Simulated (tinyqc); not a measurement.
Reverse leakage of an n+-p junction: diffusion, generation, trap-assisted and band-to-band tunnelling: two steps of the calculation.

One-sided abrupt junction in the depletion approximation, x from the junction (0) to W on the p side, field F = F0 (1 - x/W). Flat quasi-Fermi levels, long p side. Traps generate through SRH with both lifetimes shortened by 1 + Gamma (Hurkx enhancement, form for moderate fields); band-to-band generation is local and needs a total bending above Eg.

Parameters, values chosen for the exercise; band and dielectric values those of a made-up semiconductor: temperature T = 300 K; band gap Eg = 0.951 eV; acceptor density of the lighter side Na = 6.2e17 cm^-3; donor density of the heavier side Nd = 1e20 cm^-3; SRH lifetime of both carriers at zero field tau = 1e-9 s; trap level above the intrinsic level Et = 0 eV; band-to-band prefactor Ab = 6.7e14 cm^-0.5 V^-2.5 s^-1; band-to-band field constant Bb = 1.42e7 V/cm; reverse bias VR = 0.3 V.

Constants: q = 1.602176634e-19 C, kB = 1.380649e-23 J/K, Vt = kB T/q. Results are converted to the units shown.

Task 1. Generation rates across the layer. u = (Vbi + VR)(1 - x/W)^2, p = Na exp(-u/Vt), n = Nd exp((u - Vbi - VR)/Vt); G0 = ni^2 (1 - exp(-VR/Vt))/(tau (n + p + 2 ni cosh(Et/Vt))); Gamma = 2 sqrt(3 pi)(F/FG) exp((F/FG)^2); trap-assisted part G0 Gamma; G_bb = Ab F^2.5 exp(-Bb/F) with F in V/cm, zero unless Vbi + VR > Eg, and counted as zero under 1 cm^-3 s^-1. 14 equal steps.

ni = 2.8890438e11 cm^-3
Vbi = 0.88521059 V
W = 45.271194 nm
F0 = 523.60474 kV/cm
FG = 361.38988 kV/cm

Wanted: x; F; Gamma; G0; G0 Gamma; G_bb.

Result 1.

```
point  x (nm)  F (kV/cm)    Gamma  G0 (cm^-3 s^-1)  G0 Gamma (cm^-3 s^-1)  G_bb (1e17 cm^-3 s^-1)
0       0.000     523.60   72.588        8.3465e11              6.0586e13                  2.2164
1       3.234     486.20   50.477        4.6163e14              2.3302e16                  0.2287
2       6.467     448.80   35.649        1.5975e17              5.6950e18                  0.0164
3       9.701     411.40   25.543        2.7982e19              7.1474e20                  0.0007
4      12.935     374.00   18.544        1.4015e20              2.5989e21                  0.0000
5      16.168     336.60   13.617        1.4349e20              1.9538e21                  0.0000
6      19.402     299.20   10.089        1.0794e20              1.0890e21                  0.0000
7      22.636     261.80   7.5176        1.1747e19              8.8312e19                  0.0000
8      25.869     224.40   5.6062        6.0861e17              3.4120e18                  0.0000
9      29.103     187.00   4.1526        4.6623e16              1.9361e17                  0.0000
10     32.337     149.60   3.0168        5.6814e15              1.7140e16                  0.0000
11     35.570     112.20   2.0992        1.1050e15              2.3197e15                  0.0000
12     38.804      74.80   1.3265        3.4312e14              4.5515e14                  0.0000
13     42.038      37.40  0.64227        1.7010e14              1.0925e14                  0.0000
14     45.271       0.00        0        1.3462e14                      0                  0.0000
```

Task 2. Current components. 14 equal steps.

Each current is q times the trapezoid sum of its rate; J adds J_diff; J_bb under 1e-8 of the sum is given as 0.

```
point     x (nm)  G0 (cm^-3 s^-1)  G0 Gamma (cm^-3 s^-1)  G_bb (cm^-3 s^-1)
0       0.000000     8.3464979e11           6.0585851e13       2.2164122e17
1       3.233657     4.6163436e14           2.3301971e16       2.2866199e16
2       6.467313     1.5975121e17           5.6949728e18       1.6417034e15
3       9.700970     2.7981522e19           7.1474010e20       7.4412958e13
4      12.934627     1.4014859e20           2.5989236e21       1.8584769e12
5      16.168284     1.4348926e20           1.9538452e21       2.1020377e10
6      19.401940     1.0794403e20           1.0890382e21        8.0279661e7
7      22.635597     1.1747359e19           8.8312431e19                 ~0
8      25.869254     6.0861021e17           3.4119753e18                 ~0
9      29.102911     4.6622721e16           1.9360548e17                  0
10     32.336567     5.6814037e15           1.7139695e16                  0
11     35.570224     1.1050307e15           2.3196544e15                  0
12     38.803881     3.4312440e14           4.5514763e14                  0
13     42.037537     1.7009717e14           1.0924803e14                  0
14     45.271194     1.3462081e14                      0                  0
```

J_diff = 2.5520373e-9 A/cm^2

Find: J_SRH; J_TAT; J_bb; J.

Result 2.

J_SRH = 2.2388e-5 A/cm^2
J_TAT = 3.3439e-4 A/cm^2
J_bb = 7.0152e-9 A/cm^2
J = 3.5678e-4 A/cm^2

Range of the model: The n+ side is degenerate, so Vbi from Boltzmann statistics is only a guide.

Program tinyqc, `OMP_NUM_THREADS=1 python tinyqc.py 2290151 2290152 out.jsonl`; Intel Xeon 2.30GHz, shared host, one thread, about 0.01 s.

~0 in a residual or rate marks an entry under 1e-11 of the largest of its column.
